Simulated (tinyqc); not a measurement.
# p-n diode with diffusion and depletion-layer recombination, step by step

tinyqc, about 0.01 s, one thread, Intel Xeon 2.30GHz (shared host): `OMP_NUM_THREADS=1 python tinyqc.py 2260016 2260017 out.jsonl` Printed values are rounded.

Abrupt junction in the depletion approximation, low injection, full ionisation, neutral widths fixed, ohmic contact on the p side. Vj is the junction voltage; where a series resistance Rs is given, V = Vj + J Rs is the terminal voltage.

Values chosen for this exercise; band and dielectric values close to those of silicon: temperature T = 250 K; band gap Eg = 1.14 eV; relative permittivity eps_r = 11.5; conduction-band density of states at T Nc = 2.16e19 cm^-3; valence-band density of states at T Nv = 2.04e19 cm^-3; acceptor density Na = 4.4e16 cm^-3; donor density Nd = 1.7e15 cm^-3; electron mobility in the p side mun = 930 cm^2/(V s); hole mobility in the n side mup = 470 cm^2/(V s); electron lifetime tn = 4e-6 s; hole lifetime tp = 7e-8 s; neutral width of the p side wp = 0.76 um; neutral width of the n side wn = 0.84 um; recombination velocity at the n contact Sp = 1e7 cm/s; series resistance Rs = 0.00044 ohm cm^2; trap level above the intrinsic level Et = -0.05 eV; junction voltage at which recombination is evaluated Vj = 0.48 V; terminal voltage V = 0.77 V.

Constants: q = 1.602176634e-19 C, kB = 1.380649e-23 J/K, Vt = kB T/q, eps0 = 8.8541878128e-14 F/cm where lengths are in cm. Results are converted to the units shown.

Range of the model: At the terminal voltage used the injected minority density exceeds a tenth of the lighter doping, so the low-injection formulas overstate the current.

## Diffusion lengths and saturation currents

ni = sqrt(Nc Nv) exp(-Eg/(2 Vt)), Eg in volts; D = mu Vt; Ln = sqrt(Dn tn), Lp = sqrt(Dp tp); J0n = q ni^2 Dn coth(wp/Ln)/(Ln Na); J0p = (q ni^2 Dp/(Lp Nd)) (s + tanh(wn/Lp))/(1 + s tanh(wn/Lp)), s = Sp Lp/Dp.

ni = 6.78184e7 cm^-3
Ln = 89.5216 um
Lp = 8.41888 um
J0n = 4.41515e-15 A/cm^2
J0p = 5.18033e-14 A/cm^2

wp/Ln = 0.0085 and wn/Lp = 0.10; holes carry 92.1 % of the diffusion current.

## Recombination in the depleted layer

ni = sqrt(Nc Nv) exp(-Eg/(2 Vt)), Eg in volts. Vbi = Vt ln(Na Nd/ni^2), W = sqrt(2 eps0 eps_r (Vbi - Vj)(1/Na + 1/Nd)/q), xp = W Nd/(Na + Nd), xn = W Na/(Na + Nd); u(x) = q Na (x + xp)^2/(2 eps0 eps_r) for x < 0 and Vbi - Vj - q Nd (xn - x)^2/(2 eps0 eps_r) for x > 0; p = Na exp(-u/Vt), n = Nd exp((u - Vbi + Vj)/Vt); U = ni^2 (exp(Vj/Vt) - 1)/(tp (n + ni exp(Et/Vt)) + tn (p + ni exp(-Et/Vt))); J_scr = q times the integral of U from -xp to xn. Trapezoid rule on 12 equal steps.

W = 501.732 nm

```
point   x (nm)     u (V)   n (cm^-3)   p (cm^-3)  U (cm^-3 s^-1)
0      -18.664  0.000000   4.96154e8      4.4e16      1.24039e14
1       23.147  0.041252   3.36682e9  6.48410e15      8.41704e14
2       64.958  0.090352  3.28879e10  6.63794e14      8.22196e15
3      106.769  0.134776  2.58574e11  8.44277e13      6.46395e16
4      148.580  0.174524  1.63631e12  1.33415e13      4.08180e17
5      190.391  0.209596  8.33445e12  2.61935e12      1.97322e18
6      232.202  0.239991  3.41681e13  6.38924e11      4.41006e18
7      274.013  0.265710  1.12745e14  1.93630e11      2.51814e18
8      315.824  0.286753  2.99435e14  7.29066e10      1.02710e18
9      357.635  0.303120  6.40091e14  3.41058e10      4.85716e17
10     399.446  0.314810  1.10132e15  1.98224e10      2.82877e17
11     441.257  0.321825  1.52516e15  1.43138e10      2.04368e17
12     483.068  0.324163      1.7e15  1.28416e10      1.83369e17
```

J_scr = 7.68702e-6 A/cm^2

With 2000 steps J_scr = 7.672e-6 A/cm^2; the coarse value is 0.19 % above it. U is largest at x = 232 nm among these points; the peak lies where tp n = tn p. On the fine grid U peaks at 4.412e18 cm^-3 s^-1, and J_scr/(q U_max) is 21.6 % of W, the effective width of the recombining zone.

## Starting value

Vj = Vt ln(V/(Rs J0)), the value at which all of V would drop over Rs.

Vj at the start = 0.818149 V

## Iteration 1: new Vj

J0 = J0n + J0p = 5.62184e-14 A/cm^2

Diffusion current alone: J = J0 (exp(Vj/Vt) - 1), g = Vj + J Rs - V, g' = 1 + Rs J0 exp(Vj/Vt)/Vt, Vj(new) = Vj - g/g'.

J = 1750 A/cm^2
g = 0.818149 V
g' = 36.7419
Vj after iteration 1 = 0.795882 V

## Iteration 2: new Vj

As before.

J = 622.509 A/cm^2
g = 0.299786 V
g' = 13.7141
Vj after iteration 2 = 0.774022 V

## Course of the iteration

Stop when the step is below 1e-10 V, or after 80 iterations.

Course of the iteration:
```
iteration  Vj before the step (V)  step (V)
1                        0.818149   -0.0223
2                        0.795882   -0.0219
3                        0.774022   -0.0184
4                        0.755602  -9.40e-3
5                        0.746201  -1.54e-3
6                        0.744659  -3.13e-5
7                        0.744628  -1.23e-8
8                        0.744628   < 1e-14
```

Converged in 8 iterations.
